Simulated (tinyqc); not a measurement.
Inversion layer as a triangular well, valleys of the Si type: one step. Subband ladders. Three cases, with inputs chosen for the exercise.

Problem. The ten lowest levels of all groups of valleys together, j = 0, 1, ..., c = hbar^2/2m0; primes mark the groups with lighter m_z.

Level j of a valley lies at E_j = a_j (c (e F)^2/m_z)^(1/3) above the band edge at the surface, with the Airy zeros a_j = 2.338107, 4.087949, 5.520560, 6.786708, 7.944134, 9.022651, 10.040174, 11.008524, 11.936016, 12.828777, and has <z> = 2 E_j/(3 e F).

Constants: hbar^2/2m0 = 3.80998211 eV angstrom^2.

Give: Subbands.

Case 1.

Valleys (masses in m0):
```
valleys g  cos^2(theta)       m_z       m_1       m_2       m_d
6              0.333333  0.262801  0.194000  0.667333  0.359809
```

e F = 0.0064658885 eV/angstrom

Solution.

Subbands:
```
label  valleys g  m_d (m0)  E (eV)  <z> (angstrom)
0              6    0.3598  0.1979           20.40
1              6    0.3598  0.3460           35.67
2              6    0.3598  0.4672           48.17
3              6    0.3598  0.5743           59.22
4              6    0.3598  0.6723           69.32
5              6    0.3598  0.7636           78.73
6              6    0.3598  0.8497           87.61
7              6    0.3598  0.9316           96.06
8              6    0.3598  1.0101          104.15
9              6    0.3598  1.0857          111.94
```

The second subband is 1, 148.1 meV above the first. Levels above about 0.5 eV lie beyond parabolic valleys.

Case 2.

Valleys (masses in m0):
```
valleys g  cos^2(theta)       m_z       m_1       m_2       m_d
2              1.000000  0.907000  0.194000  0.194000  0.194000
4              0.000000  0.194000  0.194000  0.907000  0.419473
```

e F = 0.0032540819 eV/angstrom

Solution.

Subbands:
```
label  valleys g  m_d (m0)  E (eV)  <z> (angstrom)
0              2    0.1940  0.0828           16.97
0'             4    0.4195  0.1385           28.38
1              2    0.1940  0.1448           29.67
2              2    0.1940  0.1956           40.07
3              2    0.1940  0.2405           49.26
1'             4    0.4195  0.2422           49.62
4              2    0.1940  0.2815           57.67
5              2    0.1940  0.3197           65.49
2'             4    0.4195  0.3271           67.01
6              2    0.1940  0.3557           72.88
```

The second subband is 0', 55.7 meV above the first.

Case 3.

Valleys (masses in m0):
```
valleys g  cos^2(theta)       m_z       m_1       m_2       m_d
2              1.000000  0.919000  0.192000  0.192000  0.192000
4              0.000000  0.192000  0.192000  0.919000  0.420057
```

e F = 0.0031020220 eV/angstrom

Solution.

Subbands:
```
label  valleys g  m_d (m0)  E (eV)  <z> (angstrom)
0              2    0.1920  0.0799           17.17
0'             4    0.4201  0.1346           28.94
1              2    0.1920  0.1397           30.02
2              2    0.1920  0.1886           40.54
3              2    0.1920  0.2319           49.84
1'             4    0.4201  0.2354           50.59
4              2    0.1920  0.2714           58.34
5              2    0.1920  0.3083           66.26
2'             4    0.4201  0.3179           68.32
6              2    0.1920  0.3431           73.73
```

The second subband is 0', 54.7 meV above the first.

Computed by tinyqc, one run a case: `OMP_NUM_THREADS=1 python tinyqc.py N N+1 out.jsonl` with N = 1252639, 1280136, 1280328; one thread of a shared Intel(R) Xeon(R) Processor @ 2.30GHz, about 0.03 s a run at most.
